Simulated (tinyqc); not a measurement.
Worked calculation: empirical pseudopotential in a few plane waves. One step of it, computed by the program tinyqc.

Task: Levels at k. Diagonalise the Hermitian matrix.

H(k) at k (eV):
```
           +0+0+0     -1-1-1     -1-1+1     -1+1-1     -1+1+1     +1-1-1     +1-1+1     +1+1-1
+0+0+0   1.349857   2.183894  -2.183894  -2.183894  -2.183894  -2.183894  -2.183894  -2.183894
-1-1-1   2.183894  16.028130   0.000000   0.000000  -0.680285   0.000000  -0.680285  -0.680285
-1-1+1  -2.183894   0.000000  12.331380   0.680285   0.000000   0.680285   0.000000   0.000000
-1+1-1  -2.183894   0.000000   0.680285  13.201203   0.000000   0.680285   0.000000   0.000000
-1+1+1  -2.183894  -0.680285   0.000000   0.000000   9.504453   0.000000   0.680285   0.680285
+1-1-1  -2.183894   0.000000   0.680285   0.680285   0.000000  25.813644   0.000000   0.000000
+1-1+1  -2.183894  -0.680285   0.000000   0.000000   0.680285   0.000000  22.116894   0.680285
+1+1-1  -2.183894  -0.680285   0.000000   0.000000   0.680285   0.000000   0.680285  22.986718
+1+1+1   2.183894   0.000000  -0.680285  -0.680285   0.000000  -0.680285   0.000000   0.000000
-2+0+0   0.000000  -2.183894  -2.183894  -2.183894   2.183894   0.663827  -0.663827  -0.663827
+0-2+0   0.000000  -2.183894  -2.183894   0.663827  -0.663827  -2.183894   2.183894  -0.663827
+0+0-2   0.000000  -2.183894   0.663827  -2.183894  -0.663827  -2.183894  -0.663827   2.183894
+0+0+2   0.000000  -0.663827   2.183894  -0.663827  -2.183894  -0.663827  -2.183894   0.663827
+0+2+0   0.000000  -0.663827  -0.663827   2.183894  -2.183894  -0.663827   0.663827  -2.183894
+2+0+0   0.000000  -0.663827  -0.663827  -0.663827   0.663827   2.183894  -2.183894  -2.183894

           +1+1+1     -2+0+0     +0-2+0     +0+0-2     +0+0+2     +0+2+0     +2+0+0
+0+0+0   2.183894   0.000000   0.000000   0.000000   0.000000   0.000000   0.000000
-1-1-1   0.000000  -2.183894  -2.183894  -2.183894  -0.663827  -0.663827  -0.663827
-1-1+1  -0.680285  -2.183894  -2.183894   0.663827   2.183894  -0.663827  -0.663827
-1+1-1  -0.680285  -2.183894   0.663827  -2.183894  -0.663827   2.183894  -0.663827
-1+1+1   0.000000   2.183894  -0.663827  -0.663827  -2.183894  -2.183894   0.663827
+1-1-1  -0.680285   0.663827  -2.183894  -2.183894  -0.663827  -0.663827   2.183894
+1-1+1   0.000000  -0.663827   2.183894  -0.663827  -2.183894   0.663827  -2.183894
+1+1-1   0.000000  -0.663827  -0.663827   2.183894   0.663827  -2.183894  -2.183894
+1+1+1  19.289968  -0.663827  -0.663827  -0.663827  -2.183894  -2.183894  -2.183894
-2+0+0  -0.663827  13.309931   0.680285   0.680285  -0.680285  -0.680285   0.000000
+0-2+0  -0.663827   0.680285  25.922372   0.680285  -0.680285   0.000000  -0.680285
+0+0-2  -0.663827   0.680285   0.680285  26.792196   0.000000  -0.680285  -0.680285
+0+0+2  -2.183894  -0.680285  -0.680285   0.000000  19.398696   0.680285   0.680285
+0+2+0  -2.183894  -0.680285   0.000000  -0.680285   0.680285  20.268519   0.680285
+2+0+0  -2.183894   0.000000  -0.680285  -0.680285   0.680285   0.680285  32.880961
```

Give: eigenvalues.

Result:

eigenvalues (eV): [-0.7001, 7.4560, 10.2107, 10.5667, 14.7642, 16.8509, 17.4238, 18.2443, 21.5663, 22.1517, 23.6494, 25.7696, 28.2379, 29.7121, 35.2914]
